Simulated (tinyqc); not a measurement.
What moves the results: exciton in an atomically thin sheet (Rytova-Keldysh potential). A value that a table varies takes the place of the one given here.

Relative motion in the plane with V(k) = -2 pi q/(k (kap + r0 k)), q = e^2/(4 pi eps0), c = hbar^2/2m0. Normalised Gaussians exp(-a_i r^2): with A = a_i + a_j, S_ij = 2 sqrt(a_i a_j)/A, T_ij = (4c/mu)(a_i a_j/A) S_ij, V_ij = -q S_ij times the integral over k from 0 to infinity of exp(-k^2/4A)/(kap + r0 k).

Converged values use 20 Gaussians with exponents 2^i/b^2, i = -11 to 8, b the larger of a0 kap/(2 mu) and sqrt(a0 r0/mu), a0 = 0.5291772 angstrom; p states use r exp(i theta) exp(-a r^2).

Constants: hbar^2/2m0 = 3.80998211 eV angstrom^2; e^2/(4 pi eps0) = 14.39964547 eV angstrom; Ry = 13.60569312 eV.

Parameters, chosen for this exercise (near those of a MoSe2 monolayer; the results hold for these values, not for the real material): r0 = 48.7 angstrom (screening length of the sheet); kaps = (1, 2, 3, 4, 6, 9, 15) (surroundings); me = 0.569 m0 (electron mass); mh = 0.644 m0 (hole mass); kap = 1 (mean dielectric constant of the surroundings); Eg = 2.144 eV (gap, in these surroundings).

## Dielectric surroundings

mu = 0.302091 m0

Converged 1s and 2s bindings; the hydrogen value is 4 Ry mu/kap^2.

Bindings (meV):

| kap | 1s | 2s | 2s line - 1s line | hydrogen 1s | 1s/2s |
|---|---|---|---|---|---|
| 1.00 | 516.8 | 253.5 | 263.3 | 16441 | 2.04 |
| 2.00 | 349.5 | 135.0 | 214.5 | 4110 | 2.59 |
| 3.00 | 263.3 | 85.0 | 178.3 | 1827 | 3.10 |
| 4.00 | 208.8 | 58.4 | 150.3 | 1028 | 3.57 |
| 6.00 | 143.0 | 32.4 | 110.6 | 457 | 4.41 |
| 9.00 | 91.4 | 16.9 | 74.5 | 203 | 5.41 |
| 15.0 | 46.6 | 6.9 | 39.6 | 73 | 6.71 |

The 1s binding falls by a factor 11.1 where the hydrogen model gives 225; the local exponent d ln E/d ln kap moves from -0.56 to -1.32, towards -2. The ratio 1s/2s climbs from 2.0 to 6.7, towards the hydrogen value 9, as r0/kap shrinks from 48.7 to 3.2 angstrom.

## What each parameter does

1/mu = 1/me + 1/mh; converged values. Eg is held fixed when kap or r0 changes: the shrinking of the gap by stronger screening, which offsets most of the shift of the 1s line, is left out. Each row changes one parameter from the base and keeps the others.

Results:

| case | 1s binding (meV) | 2s - 1s (meV) | 2s - 2p (meV) | 1s line (eV) |
|---|---|---|---|---|
| base | 516.8 | 263.3 | 52.6 | 1.627 |
| me = 0.683 m0 | 528.7 | 265.9 | 53.6 | 1.615 |
| mh = 0.515 m0 | 502.6 | 260.1 | 51.4 | 1.641 |
| kap = 1.3 | 451.0 | 247.0 | 46.8 | 1.693 |
| r0 = 58.4 angstrom | 450.4 | 223.8 | 45.4 | 1.694 |
| Eg = 2.25 eV | 516.8 | 263.3 | 52.6 | 1.733 |

The largest shifts from the base row, up to three for each result and ties (the steps differ in size, so this ranks the rows, not the parameters). 1s binding (meV): r0 -66.4, kap -65.8, mh -14.1; unchanged at the printed digits by Eg. 2s - 1s (meV): r0 -39.5, kap -16.3, mh -3.2; unchanged at the printed digits by Eg. 2s - 2p (meV): r0 -7.2, kap -5.9, mh -1.2; unchanged at the printed digits by Eg. 1s line (eV): Eg +0.106, r0 +0.066, kap +0.066.

(tinyqc, `OMP_NUM_THREADS=1 python tinyqc.py 1252649 1252650 out.jsonl`, Intel(R) Xeon(R) Processor @ 2.30GHz, 1 thread, shared host, about 0.04 s.)
